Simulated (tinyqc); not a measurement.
# Well width and field from level and shift

Inverse problem. An infinitely deep well has E_1(0) = C (pi/L)^2/m1, C = hbar^2/(2 m0), and in a field F (potential zero at the centre of the well) the second-order term of the shift is -m1 F^2 L^4 (15 - pi^2)/(48 C pi^4); higher orders are set aside. Find L and F.

Parameters, values chosen for the exercise:
- m1 = 0.042 m0 (mass)

Constants: q = 1.602176634e-19 C, hbar = 1.054571817e-34 J s, m0 = 9.1093837015e-31 kg, hbar^2/(2 m0) = 0.0380998212 eV nm^2. Results are converted to the units shown.

E_1(0) = 0.16800711 eV
second-order shift of level 1 = -13.633552 meV

Answer. The level gives L, and the shift then gives F^2.

L = 7.300 nm
F = 0.06300 V/nm

Computed by the program tinyqc: `OMP_NUM_THREADS=1 python tinyqc.py 2580038 2580039 out.jsonl`, one thread of a shared Intel Xeon 2.30GHz, about 0.02 s for the whole run.
